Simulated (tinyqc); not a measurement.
## Area and perimeter leakage from two diodes

Problem. A square diode and a finger diode leak I = JA area + JP perimeter. Find JA, JP and the side of the square at which both parts are equal.

areas (um^2): [40000, 70000]
perimeters (um): [800, 28700]
leakage currents (pA): [1.72, 26.215000]

Solution. Two linear equations give JA and JP; for a square of side a, JA a^2 = 4 JP a at a = 4 JP/JA.

JA = 2.60e-9 A/cm^2
JP = 8.50e-12 A/cm
side for equal parts = 131 um

tinyqc, about 0.01 s, one thread, Intel Xeon 2.30GHz (shared host): `OMP_NUM_THREADS=1 python tinyqc.py 2290122 2290123 out.jsonl`
